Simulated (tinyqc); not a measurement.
Trench capacitor in an array: capacitance, non-linearity, leakage and relaxation: cell against the diameter of the hole.

A film between two metal electrodes, each interface adding a series capacitance ci. The small-signal permittivity is ek (1 + aq E^2); the field is found with the linear permittivity. Leakage J = J0 sinh(E/Ef). After a voltage step the film passes a relaxation current kr C V tt^(-nr), tt being the time in seconds. The sidewall is a coaxial capacitor with radii a = dm/2 - t and b = dm/2, depth AR dm; the end face is left out.

Per length 1/c = ln(b/a)/(2 pi eps0 ek) + (1/a + 1/b)/(2 pi ci); cell capacitance c AR dm; per footprint over pt^2; fields c V/(2 pi eps0 ek r) at r = a and b; resistance of the inner electrode rho AR dm/(pi a^2); time constant R C/3 of the distributed line. The pitch is scaled as pt dm/(150 nm).

Inputs (values chosen for the exercise); permittivity of the order of that of silicon nitride:
```
symbol  value     unit                                                             meaning
ek       7.34                                            relative permittivity of the film
t          13       nm                                                      film thickness
ci       1000  uF/cm^2  capacitance of each electrode interface (dead layer and screening)
V         0.9        V                                                                bias
AR         70                                            aspect ratio, depth over diameter
pt        290       nm                                           pitch of the square array
rho       270  uohm cm                                  resistivity of the inner electrode
```

Constants: eps0 = 8.8541878128e-14 F/cm where lengths are in cm. Results are converted to the units shown.

Result of one run:
```
dm (nm),cell capacitance (fF),per footprint (uF/cm^2),field at a (MV/cm),field at b (MV/cm),R (kohm),R C/3 (ps)
260,70.467,27.888,0.72936,0.65643,1.1427,26.840
```

What becomes of these results when the diameter of the hole dm is changed from 260 to 110 nm, all else the same?

Result of the changed run:
```
dm (nm),cell capacitance (fF),per footprint (uF/cm^2),field at a (MV/cm),field at b (MV/cm),R (kohm),R C/3 (ps)
110,11.648,25.755,0.79384,0.60620,3.7515,14.566
```

The whole series:
```
dm (nm),cell capacitance (fF),per footprint (uF/cm^2),field at a (MV/cm),field at b (MV/cm),R (kohm),R C/3 (ps)
34,0.67074,15.523,1.5529,0.36538,127.84,28.583
45,1.4901,19.687,1.0975,0.46339,29.997,14.900
61,3.1354,22.543,0.92479,0.53062,11.983,12.524
81,5.9748,24.363,0.84455,0.57346,6.4436,12.833
110,11.648,25.755,0.79384,0.60620,3.7515,14.566
150,22.502,26.756,0.76182,0.62977,2.3476,17.608
190,36.869,27.324,0.74509,0.64313,1.7000,20.892
260,70.467,27.888,0.72936,0.65643,1.1427,26.840
```

As dm goes from 34 to 260, the cell capacitance rises from 0.671 to 70.5 fF, the capacitance per footprint rises from 15.5 to 27.9 uF/cm^2, the ratio of the two fields falls from 4.25 to 1.11 and R C/3 goes from 28.6 through a minimum of 12.5 (at dm = 61 among the rows listed) to 26.8 ps; the time constant goes as dm^(-2.32) between the first two rows and dm^(0.80) between the last two.

Numbers from tinyqc (`OMP_NUM_THREADS=1 python tinyqc.py 2102005 2102006 out.jsonl`; about 0.01 s on one thread of a shared Intel Xeon 2.30GHz).
